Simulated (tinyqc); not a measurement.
Phonon transmission through an interface between two chains by Green functions: one step, computed by the program tinyqc. Command: `OMP_NUM_THREADS=1 python tinyqc.py 3015238 3015239 out.jsonl agf walk`. One thread of a shared host (Intel(R) Xeon(R) Processor @ 2.30GHz), about 0.01 s of CPU time with the checks.

Two semi-infinite chains (masses m_1, m_2; springs k_1, k_2), motion along the chain. The central region holds the end atom of each chain, joined by springs k_b. lambda = omega^2 in eV/(angstrom^2 u); nu = 15.6333042 THz x sqrt(lambda).

Task: Transmission at the probe frequency. A = lambda M - K - Sigma over the central atoms, with K_ii the sum of the springs at i, K_(i,i+1) = -k_b; G = inverse of A; transmission = Gamma_1 Gamma_2 |G_(first,last)|^2.

Atoms in the interlayer: none.

A (complex symmetric) (eV/angstrom^2):
```
,end of 1,end of 2
end of 1,0.292260+3.889223i,3.520000
end of 2,3.520000,1.626920+2.916894i
```

Gamma_1 = 7.778446 eV/angstrom^2

Gamma_2 = 5.833788 eV/angstrom^2

Give: G_(first,last); transmission.

Result:

G_(first,last) = 0.1382+0.0427i angstrom^2/eV

transmission = 0.9489
